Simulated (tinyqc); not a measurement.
Local against global planarity over time: chemical-mechanical planarisation: Preston law, pattern density and step-height reduction. Computed by tinyqc, a small Python program. Command: `OMP_NUM_THREADS=1 python tinyqc.py 3027985 3027986 out.jsonl cmp walk`. One thread of a shared host (Intel(R) Xeon(R) Processor @ 2.30GHz), about 0.01 s of CPU time with the checks.

A row of 12 cells, repeated periodically, holds raised features that cover a share rho of each cell.

Inputs (values chosen for the exercise, close to those used for oxide polishing):
```
quantity                        value  unit
Preston coefficient K           8e-14  1/Pa
pressure P                         41   kPa
platen and carrier speed           80   rpm
distance between the centres       19    cm
initial step height h0            150    nm
contact height h_c                 27    nm
film above the raised areas z0    300    nm
cell size                         1.4    mm
planarisation length              3.7    mm
```

local pattern densities, cell by cell: 0.6  0.1  0.2  0.9  0.4  0.3  0.9  0.9  0.2  0.1  0.5  0.3

Method:
- With equal rotation speeds the relative speed is uniform, v = omega r_c; Preston rate R0 = K P v.
- The stiff pad averages the density: rho_eff(i) = sum_j w_ij rho_j / sum_j w_ij, w = exp(-2 d^2/L^2), L the planarisation length and d the distance between cell centres, summed over all periodic images of cell j.
- While h > h_c only raised areas polish, at R0/rho_eff, until t_c = rho_eff (h0 - h_c)/R0. After that h = h_c exp(-(t - t_c)/tau), tau = rho_eff h_c/R0; low areas polish at R0 (1 - h/h_c) and raised areas at R0 [1 + (1 - rho_eff) h/(rho_eff h_c)]. Removed from raised areas after t_c: h0 - h_c + R0 (t - t_c) + (1 - rho_eff)(h_c - h); from low areas: R0 (t - t_c) - rho_eff (h_c - h). Film left = z0 less the removal from raised areas.
- Times are multiples of h0/R0; the range is the largest minus the smallest removal from raised areas.

effective densities: 0.364159  0.348983  0.401482  0.484457  0.524000  0.568249  0.626625  0.584080  0.438661  0.339958  0.345108  0.374236

blanket rate R0 = 5.22091 nm/s

Steps and range (nm):
```
multiple   t (s)  largest step  smallest step  range across the row  mean removal from raised areas
0.10       2.873        126.06         105.88                20.185                           34.92
0.20       5.746        102.12          61.75                40.371                           69.83
0.30       8.619         78.19          19.08                59.597                          104.59
0.45      12.929         42.28           1.64                57.701                          143.61
0.60      17.238         12.58           0.14                47.603                          171.11
0.80      22.985          2.14           0.01                43.794                          202.31
1.00      28.731          0.36           0.00                43.135                          232.47
1.30      37.350          0.03           0.00                43.010                          277.50
1.70      48.842          0.00           0.00                43.000                          337.50
```

Local steps shrink to 0.01 nm or less, but the range across the row reaches up to 59.6 nm among these rows and ends at 43.0 nm, against the limit (largest - smallest rho_eff) h0 = 43.0 nm: once flat, all cells polish alike and the difference stays. Evener density (dummy fill), a longer planarisation length or a smaller initial step reduces it. Caution: in the last rows the removal passes z0 somewhere, so they describe a thicker film than the one given.

Extremes, crossings and ranges named in words are read from the listed rows.
